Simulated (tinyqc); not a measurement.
# Fixed charge and work-function difference from two thicknesses

Question. With a fixed charge q Nf at the interface, Vfb = phi_ms - q Nf tox/(eps0 eox). Find Nf and phi_ms.

Parameters, values chosen for the exercise: relative permittivity of the gate insulator (close to silicon dioxide) eox = 3.9.

Constants: q = 1.602176634e-19 C, eps0 = 8.8541878128e-14 F/cm where lengths are in cm. Results are converted to the units shown.

Vfb at tox = 8.2 and 27 nm (V): [-0.31205008, -0.29285997]

Solution. Vfb is a straight line in tox: the slope gives Nf and the intercept at zero thickness phi_ms.

Nf = -2.20e10 cm^-2
phi_ms = -0.320 V

Numbers from tinyqc (`OMP_NUM_THREADS=1 python tinyqc.py 2060061 2060062 out.jsonl`; about 0.01 s on one thread of a shared Intel Xeon 2.30GHz).
